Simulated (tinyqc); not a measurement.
Electroplating on a thin resistive seed layer: kinetics, Wagner number and the terminal effect across a wafer. From edge over centre, linear back to gap to the anode h. Computed by tinyqc, a small Python program. Command: `OMP_NUM_THREADS=1 python tinyqc.py 3120811 3120812 out.jsonl terminal inv`. One thread of a shared host (Intel(R) Xeon(R) Processor @ 2.30GHz), about 0.08 s of CPU time with the checks.

Current enters the seed at the rim. The bath is treated as a local resistance per area (no lateral flow in the liquid), two electrons per ion, molar volume 7.11 cm^3/mol, Faraday constant F = e N_A, kinematic viscosity 0.01 cm^2/s, omega = 2 pi x rpm/60; k_B T/e is in volts.

Inputs (values chosen for the exercise, of the order of those for copper plating on a thin cobalt or ruthenium seed):

| quantity | value | unit |
|---|---|---|
| wafer radius R | 10 | cm |
| seed thickness t | 12 | nm |
| seed resistivity | 12 | microohm cm |
| bath conductivity kappa | 0.037 | S/cm |
| extra resistance of a porous plate | 0 | ohm cm^2 |
| exchange current density i_0 | 0.47 | mA/cm^2 |
| cathodic transfer coefficient alpha | 0.51 | - |
| mean current density | 27 | mA/cm^2 |
| diffusivity of the metal ion | 4.5e-06 | cm^2/s |
| metal ion concentration | 0.23 | mol/L |
| rotation rate | 200 | rpm |
| temperature T | 298 | K |

Constants: e = 1.602176634e-19 C; N_A = 6.02214076e+23 1/mol; k_B = 8.617333262e-05 eV/K.

Method:
- Growth rate = i V_m/(2 F). Levich limit i_L = 0.62 x 2 F D^(2/3) omega^(1/2) nu^(-1/6) c. Tafel overpotential eta = (k_B T/(alpha e)) ln(i/i_0); kinetic resistance k_B T/(alpha e i); bath resistance h/kappa + plate; R_s = resistivity/t; Wagner number = kinetic resistance x kappa/R.
- Linearised: with R_t = kinetic + bath resistance the current density obeys (1/r)(r i')' = i R_s/R_t, so i = A I_0(r/l), l = sqrt(R_t/R_s); with x = R/l, edge/centre = I_0(x) and edge/mean = x I_0(x)/(2 I_1(x)).
- Voltage drop in the seed for a uniform current: i R_s R^2/4.

Task: A run gave the result below. Find the gap to the anode h, known to lie between 3 and 8.1 cm.

edge over centre, linear = 4.774136

Result:

Each step takes the trial c = (a f_b - b f_a)/(f_b - f_a), f being the result less the target and a, b, c the logarithms of the listed values; c replaces end b, the old b replaces a if the sign of f changed, and otherwise f_a is halved.

Scan of the range:

| gap to the anode h (cm) | edge over centre, linear |
|---|---|
| 3.00 | 7.20771 |
| 3.54 | 5.75620 |
| 4.18 | 4.69099 |
| 4.93 | 3.90426 |
| 5.82 | 3.30643 |
| 6.86 | 2.85241 |
| 8.10 | 2.49619 |

False position (Illinois rule, in the logarithm of the input) inside the bracket:

| step | end a | end b | trial | edge over centre, linear |
|---|---|---|---|---|
| 1 | 3.54000 | 4.18000 | 4.12613 | 4.76304 |
| 2 | 3.54000 | 4.12613 | 4.11218 | 4.78212 |
| 3 | 4.12613 | 4.11218 | 4.11801 | 4.77412 |
| 4 | 4.11218 | 4.11801 | 4.11800 | 4.77414 |
| 5 | 4.11218 | 4.11800 | 4.11800 | 4.77414 |
| 6 | 4.11800 | 4.11800 | 4.11800 | 4.77414 |

Edge over centre, linear falls at every point of a 13-point scan of the range (every second point is shown), so one value fits; it is bracketed by 3.54 and 4.18. Answer: gap to the anode h = 4.118 cm.

Caution: the mean current exceeds 0.3 i_L, so depletion of metal ions, left out of the distribution, matters.
